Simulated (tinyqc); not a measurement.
Surface Green function of a square-lattice strip three rows wide, Sancho-Rubio decimation: one step of the calculation.

A semi-infinite lead of cells 0, 1, 2, ... with H0 inside a cell and H1 = <cell i|H|cell i + 1>. A cell is one column of three sites. z = E + i eta.

Question. Self-energy, Dyson check and densities of states. Sigma = H1 g_s H1^dagger is what the lead adds to one more cell, and (z - H0 - Sigma)^(-1) must give g_s back. Densities of states: -Im of the diagonals over pi.

Values chosen for this exercise: energy E = 1.65 eV; broadening eta = 0.1 eV.

H0 (eV):

|  | 1 | 2 | 3 |
|---|---|---|---|
| 1 | -0.47 | -0.46 | 0 |
| 2 | -0.46 | -0.02 | -0.46 |
| 3 | 0 | -0.46 | -0.06 |

H1 (eV):

|  | 1 | 2 | 3 |
|---|---|---|---|
| 1 | -1 | 0 | 0 |
| 2 | 0 | -1 | 0 |
| 3 | 0 | 0 | -1 |

converged surface Green function g_s (1/eV):

|  | 1 | 2 | 3 |
|---|---|---|---|
| 1 | 0.61366001-0.21693411i | -0.06182622+0.23856361i | -0.13579265-0.02559599i |
| 2 | -0.06182622+0.23856361i | 0.53834953-0.47590755i | 0.05920636+0.26137743i |
| 3 | -0.13579265-0.02559599i | 0.05920636+0.26137743i | 0.67929056-0.42758308i |

converged bulk Green function (1/eV):

|  | 1 | 2 | 3 |
|---|---|---|---|
| 1 | 0.51700758-0.55273595i | 0.19397916+0.34022706i | -0.03969619+0.41759590i |
| 2 | 0.19397916+0.34022706i | 0.28754916-0.46797086i | 0.22936055-0.03197799i |
| 3 | -0.03969619+0.41759590i | 0.22936055-0.03197799i | 0.34718975-0.88834746i |

Wanted: Sigma; (z - H0 - Sigma)^(-1); surface density of states; bulk density of states.

Answer.

Sigma (eV):

|  | 1 | 2 | 3 |
|---|---|---|---|
| 1 | 0.61366-0.21693i | -0.06183+0.23856i | -0.13579-0.02560i |
| 2 | -0.06183+0.23856i | 0.53835-0.47591i | 0.05921+0.26138i |
| 3 | -0.13579-0.02560i | 0.05921+0.26138i | 0.67929-0.42758i |

(z - H0 - Sigma)^(-1) (1/eV):

|  | 1 | 2 | 3 |
|---|---|---|---|
| 1 | 0.61366-0.21693i | -0.06183+0.23856i | -0.13579-0.02560i |
| 2 | -0.06183+0.23856i | 0.53835-0.47591i | 0.05921+0.26138i |
| 3 | -0.13579-0.02560i | 0.05921+0.26138i | 0.67929-0.42758i |

| orbital | surface density of states (1/eV) | bulk density of states (1/eV) |
|---|---|---|
| 1 | 0.06905 | 0.17594 |
| 2 | 0.15149 | 0.14896 |
| 3 | 0.13610 | 0.28277 |

Numbers from tinyqc (`OMP_NUM_THREADS=1 python tinyqc.py 2680037 2680038 out.jsonl`; about 0.07 s on one thread of a shared Intel Xeon 2.30GHz).
